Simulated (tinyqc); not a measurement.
Standing waves and exposure in a photoresist film: one step. Round trip and reflectance. Five cases, with inputs chosen for the exercise.

Question. Form p^2, the denominator and R; the period of the standing wave is lam/(2 n1).

Normal incidence from air. Unexposed resist: N1 = n1 + i k1 with k1 = (A + B) lam/(4 pi), lam in micrometres. r01 = (1 - N1)/(1 + N1), t01 = 2/(1 + N1). Substrate Ns = ns + i ks: r12 = (N1 - Ns)/(N1 + Ns). With p = exp(2 pi i N1 d/lam), the field at depth z is E(z) = t01 [exp(2 pi i N1 z/lam) + r12 p^2 exp(-2 pi i N1 z/lam)]/(1 + r01 r12 p^2), the relative intensity I(z) = n1 |E(z)|^2 and the reflectance R = |(r01 + r12 p^2)/(1 + r01 r12 p^2)|^2.

Give: p^2; 1 + r01 r12 p^2; R; period.

Case 1.

Values chosen (out of a larger set: a resist on Si, indices near tabulated ones; not measured data): d = 1199 nm (resist thickness); lam = 365 nm (vacuum wavelength).

N1 = 1.6910000+0.0214939i
r01 = -0.256829-0.005936i
r12 = -0.626746-0.115699i

Answer.

p^2 = 0.3179+0.2618i
1 + r01 r12 p^2 = 1.0422+0.0526i
R = 0.2057
period = 107.92 nm

The film holds 11.11 periods.

Case 2.

Values chosen (out of a larger set: a resist on Si, indices near tabulated ones; not measured data): d = 466 nm (resist thickness); lam = 248 nm (vacuum wavelength).

N1 = 1.7660000+0.0187485i
r01 = -0.276967-0.004901i
r12 = -0.510882-0.525756i

Answer.

p^2 = -0.4195-0.4864i
1 + r01 r12 p^2 = 1.0138-0.1297i
R = 0.3033
period = 70.22 nm

The film holds 6.64 periods.

Case 3.

Values chosen (out of a larger set: a resist on Si, indices near tabulated ones; not measured data): d = 682 nm (resist thickness); lam = 365 nm (vacuum wavelength).

N1 = 1.6770000+0.0171370i
r01 = -0.252926-0.004782i
r12 = -0.625555-0.118461i

Answer.

p^2 = -0.0710+0.6649i
1 + r01 r12 p^2 = 0.9669+0.1025i
R = 0.1976
period = 108.83 nm

The film holds 6.27 periods.

Case 4.

Values chosen (out of a larger set: a resist on Si, indices near tabulated ones; not measured data): d = 404 nm (resist thickness); lam = 248 nm (vacuum wavelength).

N1 = 1.7600000+0.0130252i
r01 = -0.275378-0.003420i
r12 = -0.519283-0.526074i

Answer.

p^2 = -0.0759-0.7622i
1 + r01 r12 p^2 = 1.1010-0.1188i
R = 0.4832
period = 70.45 nm

The film holds 5.73 periods.

Case 5.

Values chosen (out of a larger set: a resist on Si, indices near tabulated ones; not measured data): d = 445 nm (resist thickness); lam = 248 nm (vacuum wavelength).

N1 = 1.7570000+0.0191432i
r01 = -0.274609-0.005037i
r12 = -0.507855-0.522770i

Answer.

p^2 = -0.2214+0.6105i
1 + r01 r12 p^2 = 0.8805+0.0512i
R = 0.0828
period = 70.57 nm

The film holds 6.31 periods.

Computed by tinyqc, one run a case: `OMP_NUM_THREADS=1 python tinyqc.py N N+1 out.jsonl` with N = 1651675, 1651780, 1651839, 1652081, 1652464; one thread of a shared Intel(R) Xeon(R) Processor @ 2.30GHz, about 0.01 s a run at most.
